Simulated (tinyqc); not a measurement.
Inside a calculation. Model: one-sided p+-n junction, ionisation integral and breakdown.

Computed by the program tinyqc: `OMP_NUM_THREADS=1 python tinyqc.py 2120025 2120026 out.jsonl`, one thread of a shared Intel Xeon 2.30GHz, about 0.03 s for the whole run. Printed values are rounded.

A p+ layer at x < 0 and an n drift layer from x = 0. Depletion approximation, built-in voltage neglected. Local ionisation coefficients alpha_n = an exp(-(bn/E)^mx), alpha_p = ap exp(-(bp/E)^mx). Electrons move towards +x, holes towards x = 0.

Parameters, values chosen for the exercise; material values close to those of gallium arsenide: relative permittivity eps_r = 13.1; prefactor of the electron ionisation coefficient an = 3.09e5 1/cm; field constant for electrons bn = 6.68e5 V/cm; prefactor of the hole ionisation coefficient ap = 2.1e5 1/cm; field constant for holes bp = 6.62e5 V/cm; exponent mx = 1.6; donor density of the drift layer N = 3.8e16 cm^-3; reverse voltage V = 20.5 V; share of the depleted width that the grid covers fr = 0.6.

Constants: q = 1.602176634e-19 C, eps0 = 8.8541878128e-14 F/cm where lengths are in cm. Results are converted to the units shown.

Range of the model: Breakdown comes at under 36 V, so the built-in voltage left out is a few per cent of it or more.

## Field and ionisation coefficients on a grid

W = sqrt(2 eps0 eps_r V/(q N)), peak field E0 = q N W/(eps0 eps_r), falling linearly to 0 at W. Grid: 11 equal steps from 0 to fr W.

W = 0.883802 um

| point | x (um) | E (kV/cm) | alpha_n (1/cm) | alpha_p (1/cm) |
|---|---|---|---|---|
| 0 | 0.000000 | 463.905 | 51483.8 | 35899.3 |
| 1 | 0.048207 | 438.601 | 43510.5 | 30412.9 |
| 2 | 0.096415 | 413.297 | 35782.9 | 25081.6 |
| 3 | 0.144622 | 387.993 | 28450.0 | 20007.3 |
| 4 | 0.192830 | 362.689 | 21679.6 | 15305.6 |
| 5 | 0.241037 | 337.385 | 15649.4 | 11100.0 |
| 6 | 0.289244 | 312.081 | 10529.1 | 7510.80 |
| 7 | 0.337452 | 286.778 | 6453.33 | 4635.81 |
| 8 | 0.385659 | 261.474 | 3484.73 | 2525.50 |
| 9 | 0.433866 | 236.170 | 1576.44 | 1155.56 |
| 10 | 0.482074 | 210.866 | 552.025 | 410.776 |
| 11 | 0.530281 | 185.562 | 131.309 | 99.7421 |

## Ionisation integrals by the trapezoid rule

G(x) = integral from 0 to x of (alpha_n - alpha_p); I_n = integral of alpha_n exp(-G) (electrons injected at x = 0), I_p = integral of alpha_p exp(G(end) - G) (holes injected at the far edge); M = 1/(1 - I). All integrals by the trapezoid rule on the grid.

| point | G | alpha_n exp(-G) (1e4 1/cm) |
|---|---|---|
| 0 | 0.000000 | 5.14838 |
| 1 | 0.069135 | 4.06041 |
| 2 | 0.126499 | 3.15310 |
| 3 | 0.172643 | 2.39389 |
| 4 | 0.208356 | 1.76020 |
| 5 | 0.234685 | 1.23758 |
| 6 | 0.252926 | 0.81761 |
| 7 | 0.264582 | 0.49531 |
| 8 | 0.271275 | 0.26568 |
| 9 | 0.274602 | 0.11979 |
| 10 | 0.275957 | 0.04189 |
| 11 | 0.276373 | 0.00996 |

I_n = 0.815892
I_p = 0.756389
M_n = 5.43160
M_p = 4.10491

A grid of 1500 steps over the whole width gives I_n = 0.8115 and I_p = 0.7518; the coarse I_n is 0.54 % above and the coarse I_p 0.62 % above those values. Electrons multiply more: on this coarse grid M - 1 is 1.43 times as large for them.

## Breakdown voltage by secant steps

G(x) = integral from 0 to x of (alpha_n - alpha_p); I_n = integral of alpha_n exp(-G) (electrons injected at x = 0), I_p = integral of alpha_p exp(G(end) - G) (holes injected at the far edge); M = 1/(1 - I). Secant steps on ln I_n(V) = 0 with the integrals on a fine grid (1500 steps), from the points V = 17.3 and 20.2 V; stop when the step is below 1e-7 of V.

Course of the iteration:

| step | V (V) | I_n | change of V (V) |
|---|---|---|---|
| 1 | 20.2 | 0.786463 | 1.96 |
| 2 | 22.1639 | 0.951728 | 0.509 |
| 3 | 22.6733 | 0.994813 | 0.0598 |
| 4 | 22.7332 | 0.999873 | 1.50e-3 |
| 5 | 22.7347 | 1.00000 | 3.98e-6 |
| 6 | 22.7347 | 1.00000 | 2.59e-10 |

Breakdown at 22.735 V, with a peak field of 488.5 kV/cm and W = 0.9307 um. The integral for holes reaches 1 at the same voltage.
